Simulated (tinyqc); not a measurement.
# One-sided p+-n junction, ionisation integral and breakdown: what changes with what

A p+ layer at x < 0 and an n drift layer from x = 0. Depletion approximation, built-in voltage neglected. Local ionisation coefficients alpha_n = an exp(-(bn/E)^mx), alpha_p = ap exp(-(bp/E)^mx). Electrons move towards +x, holes towards x = 0.

Parameters, values chosen for the exercise; material values close to those of gallium nitride: relative permittivity eps_r = 9.36; prefactor of the electron ionisation coefficient an = 2.71e8 1/cm; field constant for electrons bn = 3.29e7 V/cm; prefactor of the hole ionisation coefficient ap = 1.25e8 1/cm; field constant for holes bp = 1.99e7 V/cm; exponent mx = 1; electron mobility of the drift layer mu = 989 cm^2/(V s); donor density of the drift layer N = 5.1e15 cm^-3.

Constants: q = 1.602176634e-19 C, eps0 = 8.8541878128e-14 F/cm where lengths are in cm. Results are converted to the units shown.

Each table varies one quantity; the others keep the values above.

## Multiplication against voltage

W = sqrt(2 eps0 eps_r V/(q N)), peak field E0 = q N W/(eps0 eps_r), falling linearly to 0 at W. G(x) = integral from 0 to x of (alpha_n - alpha_p); I_n = integral of alpha_n exp(-G) (electrons injected at x = 0), I_p = integral of alpha_p exp(G(end) - G) (holes injected at the far edge); M = 1/(1 - I). Integrals on a fine grid; BV is where I_n = 1. Here BV = 2784.48 V; the Miller exponent is n = ln(1 - 1/M)/ln(V/BV).

Result of one run:
```
V (V)	E0 (kV/cm)	I_n	I_p	M_n	M_p	Miller n, electrons	Miller n, holes
2390	2.17e3	0.0322	0.928	1.03	13.9	22.5	0.487
```

What becomes of these results when the reverse voltage V is changed from 2390 to 2740 V, all else the same?

Result of the changed run:
```
V (V)	E0 (kV/cm)	I_n	I_p	M_n	M_p	Miller n, electrons	Miller n, holes
2740	2.32e3	0.623	0.998	2.65	584	29.4	0.106
```

The whole series:
```
V (V)	E0 (kV/cm)	I_n	I_p	M_n	M_p	Miller n, electrons	Miller n, holes
1110	1.48e3	3.73e-6	0.0175	1.00	1.02	13.6	4.40
1390	1.66e3	5.07e-5	0.0870	1.00	1.10	14.2	3.51
1670	1.81e3	3.77e-4	0.266	1.00	1.36	15.4	2.59
1950	1.96e3	0.00209	0.556	1.00	2.25	17.3	1.65
2230	2.10e3	0.0112	0.831	1.01	5.93	20.2	0.832
2390	2.17e3	0.0322	0.928	1.03	13.9	22.5	0.487
2560	2.25e3	0.117	0.980	1.13	49.4	25.5	0.243
2670	2.29e3	0.312	0.994	1.45	162	27.8	0.147
2740	2.32e3	0.623	0.998	2.65	584	29.4	0.106
```

M_n rises from 1.000 to 2.65 and M_p from 1.018 to 584; both diverge at BV. The Miller exponent for electrons rises from 13.6 to 29.4 and that for holes falls from 4.40 to 0.106, so one exponent describes neither over the whole range. The larger multiplication belongs to holes, whose coefficient at the peak field of the last row is 124 times the other.

## Effect of the drift doping

Same model as above.

Specific on-resistance Ron = W/(q mu N) with constant mobility and full ionisation.

Effect of the drift doping:
```
N (cm^-3)	BV (V)	E0 at BV (kV/cm)	W at BV (um)	Ron (mohm cm^2)	BV^2/Ron (MW/cm^2)	eps0 eps_r mu E0^3/4 (MW/cm^2)
4.2e14	2.25e4	1.91e3	236	354	1.43e3	1.43e3
8.2e14	1.28e4	2.01e3	127	97.7	1.67e3	1.67e3
1.6e15	7.29e3	2.12e3	68.7	27.1	1.96e3	1.96e3
3e15	4.32e3	2.24e3	38.6	8.12	2.30e3	2.30e3
5.8e15	2.50e3	2.37e3	21.1	2.30	2.73e3	2.73e3
1.1e16	1.48e3	2.51e3	11.8	0.678	3.25e3	3.25e3
2.1e16	878	2.67e3	6.58	0.198	3.90e3	3.90e3
4.1e16	514	2.85e3	3.60	0.0554	4.77e3	4.77e3
```

BV falls from 22500 to 514 V while the critical field rises from 1910 to 2850 kV/cm. BV goes as N^(-0.85) between the first two rows and N^(-0.80) between the last two (a coefficient proportional to E^7 gives -0.75 without punch-through). Ron goes as BV^(2.32) over the table; the last two columns agree since BV = E0 W/2 and N = eps0 eps_r E0/(q W).

Computed by the program tinyqc: `OMP_NUM_THREADS=1 python tinyqc.py 2120148 2120149 out.jsonl`, one thread of a shared Intel Xeon 2.30GHz, about 0.07 s for the whole run.
